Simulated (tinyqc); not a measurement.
From results back to parameters: electrons shared among three sets of ellipsoidal valleys. Four cases, with inputs chosen for the exercise.

Problem. An ellipsoidal valley with ml > mt has m_d = (ml mt^2)^(1/3) and 1/m_c = (1/ml + 2/mt)/3.
Find: K = ml/mt; ml; mt.

Method. m_d/m_c = K^(1/3) (2 + 1/K)/3 rises steadily for K > 1, so it fixes K; then mt = m_d/K^(1/3) and ml = K mt.

Case 1.

m_d = 0.322781 m0
m_c = 0.194706 m0

Solution.

K = ml/mt = 13.82
ml = 1.859 m0
mt = 0.1345 m0

Case 2.

m_d = 0.297739 m0
m_c = 0.212976 m0

Solution.

K = ml/mt = 7.62
ml = 1.153 m0
mt = 0.1513 m0

Case 3.

m_d = 0.304938 m0
m_c = 0.205801 m0

Solution.

K = ml/mt = 9.40
ml = 1.358 m0
mt = 0.1445 m0

Case 4.

m_d = 0.335330 m0
m_c = 0.269869 m0

Solution.

K = ml/mt = 4.81
ml = 0.956 m0
mt = 0.1986 m0

Computed by tinyqc, one run a case: `OMP_NUM_THREADS=1 python tinyqc.py N N+1 out.jsonl` with N = 1650009, 1650136, 1650185, 1650222; one thread of a shared Intel(R) Xeon(R) Processor @ 2.30GHz, about 0.02 s a run at most.
